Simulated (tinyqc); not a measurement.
## Ellipsometry and reflectance of a transparent film on an absorbing substrate: psi and Delta against the film thickness

Air (index 1), film, substrate with N2 = n2 - i k2; time factor exp(+i w t). q_j = sqrt(N_j^2 - sin^2 th), root with positive real part. Fresnel coefficients r_s = (q_a - q_b)/(q_a + q_b), r_p = (N_b^2 q_a - N_a^2 q_b)/(N_b^2 q_a + N_a^2 q_b). tan(Psi) exp(i Delta) = R_p/R_s, Delta taken from 0 to 360 degrees.

beta = 2 pi d q1/lam, X = exp(-2 i beta), R = (r01 + r12 X)/(1 + r01 r12 X) for p and s. The last column is the derivative of Delta.

Parameters, values chosen for the exercise; indices close to those of silicon nitride on silicon:
```
symbol,value,unit,meaning
lam,405,nm,wavelength
th,60,degrees,angle of incidence
n1,2.018,,index of the transparent film
n2,5.42,,index of the substrate
k2,0.329,,extinction coefficient of the substrate
```

Psi and Delta against the film thickness:

| d (nm) | Psi (degrees) | Delta (degrees) | \|R_p\|^2 | \|R_s\|^2 | dDelta/dd (degrees/nm) |
|---|---|---|---|---|---|
| 0 | 29.402 | 177.84 | 0.21860 | 0.68838 | -1.9985 |
| 1 | 29.401 | 175.84 | 0.21843 | 0.68792 | -1.9990 |
| 2 | 29.399 | 173.84 | 0.21815 | 0.68712 | -1.9997 |
| 3 | 29.398 | 171.84 | 0.21776 | 0.68597 | -2.0006 |
| 4 | 29.397 | 169.84 | 0.21726 | 0.68447 | -2.0017 |
| 5 | 29.395 | 167.84 | 0.21665 | 0.68262 | -2.0030 |
| 6 | 29.395 | 165.83 | 0.21593 | 0.68040 | -2.0045 |
| 7 | 29.395 | 163.83 | 0.21511 | 0.67782 | -2.0062 |
| 8 | 29.395 | 161.82 | 0.21419 | 0.67486 | -2.0080 |

Delta falls from 177.84 to 161.82 degrees while Psi moves from 29.40 to 29.40: Delta changes 2420 times as much as Psi. With the slope of the first row an error of 0.01 degree in Delta means 0.0050 nm.

Numbers from tinyqc (`OMP_NUM_THREADS=1 python tinyqc.py 2870129 2870130 out.jsonl`; about 0.01 s on one thread of a shared Intel Xeon 2.30GHz).
